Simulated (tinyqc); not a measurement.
Shrinking the pitch: stress in a transistor channel from embedded alloy regions, liners and fins, by half-space elasticity. Computed by tinyqc, a small Python program. Command: `OMP_NUM_THREADS=1 python tinyqc.py 3016070 3016071 out.jsonl stressor walk`. One thread of a shared host (Intel(R) Xeon(R) Processor @ 2.30GHz), about 0.01 s of CPU time with the checks.

Plane strain in an isotropic half-space, the same constants everywhere; x along the channel from its centre, y downwards from the free surface; stress is positive in tension.

Inputs (values chosen for the exercise, modelled on silicon):
```
quantity                          value  unit
alloy fraction x                    0.2     -
lattice change per unit x, beta  0.0412     -
Young's modulus E                   168   GPa
Poisson ratio nu                    0.2     -
channel length L                     96    nm
length of each stressor S           105    nm
recess depth d                       70    nm
depth of the field point y          5.6    nm
```

Stressor: Si(1-x)Ge(x) source and drain.

Method:
- Misfit e = beta x. A fully constrained inclusion holds the stress -p with p = E e/(1 - 2 nu); a blanket film would hold -E e/(1 - nu) in the plane.
- A line element dA of misfit at (a, c) in the half-space gives, with C = E e/(2 pi (1 - nu)), X = x - a, r1^2 = X^2 + (y - c)^2, r2^2 = X^2 + Y^2, Y = y + c: s_xx = -C dA {[X^2 - (y - c)^2]/r1^4 + 3 [X^2 - Y^2]/r2^4 + 4 y Y (Y^2 - 3 X^2)/r2^6}, s_yy = C dA {[X^2 - (y - c)^2]/r1^4 - [X^2 - Y^2]/r2^4 + 4 y Y (Y^2 - 3 X^2)/r2^6}. These are integrated over two rectangles, L/2 < |a| < L/2 + S, 0 < c < d (closed form in a, 200 Gauss-Legendre points in c).
- L and S are scaled together at fixed d, then S alone, then L alone.

misfit e = 0.00824

S_xx at the centre (MPa):
```
scale  L and S scaled  S alone  L alone
0.35           -421.2   -498.5  -1170.1
0.50           -730.1   -659.1  -1212.6
0.70           -937.2   -832.0  -1164.5
1.00          -1025.8  -1025.8  -1025.8
1.40           -984.0  -1204.3   -834.4
2.00           -846.0  -1375.5   -608.4
3.00           -645.8  -1537.1   -378.8
```

What follows from these numbers?

Halving S alone keeps 0.64 of the stress, halving L alone gives 1.18, and halving both 0.71: a shorter channel brings the walls closer, a shorter stressor brings its far wall, which pulls the other way, closer too. Neighbouring devices are left out.
